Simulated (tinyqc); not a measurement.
Electron mobility in a silicon inversion layer, empirical terms and Matthiessen rule: one step of the calculation.

Inversion layer of sheet density Ns on a uniformly doped body. The mobility terms are empirical power laws with prefactors chosen for the exercise; adding their inverses (Matthiessen) is itself an approximation.

Question. Depletion charge and effective field. ni = sqrt(Nc Nv) exp(-Eg/(2 Vt)), Eg in volts; Ndep = sqrt(2 eps0 eps_r Nb (2 Vt ln(Nb/ni) + Vsb)/q); E = q (Ndep + eta Ns)/(eps0 eps_r), in MV/cm.

Parameters, values chosen for the exercise; material values close to those of silicon:
- T = 325 K (temperature)
- Eg = 1.13 eV (band gap)
- eps_r = 11.6 (relative permittivity of the semiconductor)
- Nc = 3.2e19 cm^-3 (conduction-band density of states at T)
- Nv = 3e19 cm^-3 (valence-band density of states at T)
- Nb = 2.2e18 cm^-3 (body doping)
- Vsb = 0.3 V (reverse body bias)
- eta = 0.5 (weight of the inversion charge in the effective field)
- Ns = 1.6e12 cm^-2 (inversion density)

Constants: q = 1.602176634e-19 C, kB = 1.380649e-23 J/K, Vt = kB T/q, eps0 = 8.8541878128e-14 F/cm where lengths are in cm. Results are converted to the units shown.

Find: ni; Ndep; E.

Answer.

ni = 5.366e10 cm^-3
Ndep = 6.013e12 cm^-2
E = 1.063 MV/cm

The depletion charge gives 88.3 % of the field.

Computed by the program tinyqc: `OMP_NUM_THREADS=1 python tinyqc.py 2510035 2510036 out.jsonl`, one thread of a shared Intel Xeon 2.30GHz, about 0.01 s for the whole run.
